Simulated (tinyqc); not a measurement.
Microkinetic model of low-temperature epitaxy from hydride gases: adsorption, hydrogen desorption and rate control: one step, computed by the program tinyqc.

Each hydride molecule needs two free sites and leaves four hydrogen atoms, of which two leave at once as H2; theta is the hydrogen coverage, the site density is 6.78 per nm^2 and one layer is 1.358 angstrom thick.

Question. Coverage and growth rate. With k the hydride and k_H the hydrogen adsorption rate on free pairs and k_d the desorption rate, steady state: 2 (k + k_H)(1 - theta)^2 = k_d theta; growth rate R = k (1 - theta)^2 layers/s; 1 layer/s = 8.148 nm/min. With c = 2 (k + k_H)/k_d the free share is 1 - theta = 2/(1 + sqrt(1 + 4c)).

Inputs (values chosen for the exercise, close to those used for silane on Si(001)): temperature T = 730 C.

Film: silicon. Order of hydrogen desorption: first.

k = 0.09261595 1/s

k_H = 0.05167579 1/s

k_d = 663.5566 1/s

Give: c; hydrogen coverage theta; growth rate R in layers; growth rate G.

Answer.

c = 4.349e-04

hydrogen coverage theta = 4.345e-04

growth rate R in layers = 0.09254 layers/s

growth rate G = 0.7540 nm/min

The surface is mostly bare: the arrival of hydride limits growth.
